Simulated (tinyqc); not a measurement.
Chemically amplified photoresist: aerial image, acid generation, bake, development and line width: one step, computed by the program tinyqc.

Lines and spaces of pitch p with a two-beam-like image; x = 0 is the middle of the bright space. The resist is positive and treated as uniform in depth.

Question. Photon statistics at the edge. Dose E(x) = E [1 + c cos(2 pi x/p)]; acid h = 1 - exp(-C E(x)). Bake: the acid image is blurred by a Gaussian of variance sigma^2 = 2 D t (each Fourier term k of h, taken on 64 points, is multiplied by exp(-4 pi^2 k^2 D t/p^2)). The edge lies at x = width/2. Absorbed photons per volume N = E(edge) alpha/(photon energy), 1 mJ/cm^2 = 62.41509 eV/nm^2, alpha in 1/nm; a Gaussian blur averages over a volume V = (2 sqrt(pi) sigma)^3; relative noise 1/sqrt(N V); edge noise sigma_x = (dh/d ln E) noise/|dh/dx|, with both derivatives of the blurred acid at the edge.

Inputs (values chosen for the exercise, for a model resist at 193 nm):

| quantity | value | unit |
|---|---|---|
| pitch p | 140 | nm |
| image contrast c | 0.69 | - |
| mean dose E | 25.6 | mJ/cm^2 |
| Dill parameter C | 0.017 | cm^2/mJ |
| acid diffusivity D | 0.51 | nm^2/s |
| bake time t | 45 | s |
| photon energy | 6.42 | eV |
| absorption coefficient alpha | 1.1 | 1/um |

space width = 66.93705 nm

diffusion length sigma = sqrt(2 D t) = 6.774954 nm

Give: absorbed photons N; photons in the blur volume; edge noise from photons.

Answer.

absorbed photons N = 0.28674 1/nm^3

photons in the blur volume = 3972.2

edge noise from photons = 0.55205 nm

Caution: lateral development, standing waves and the joint diffusion of acid and quencher are left out, so widths are indicative. Caution: the noise counts photons alone (acid and quencher statistics add to it) and takes the film as thicker than the blur; a thinner film averages in two dimensions only.
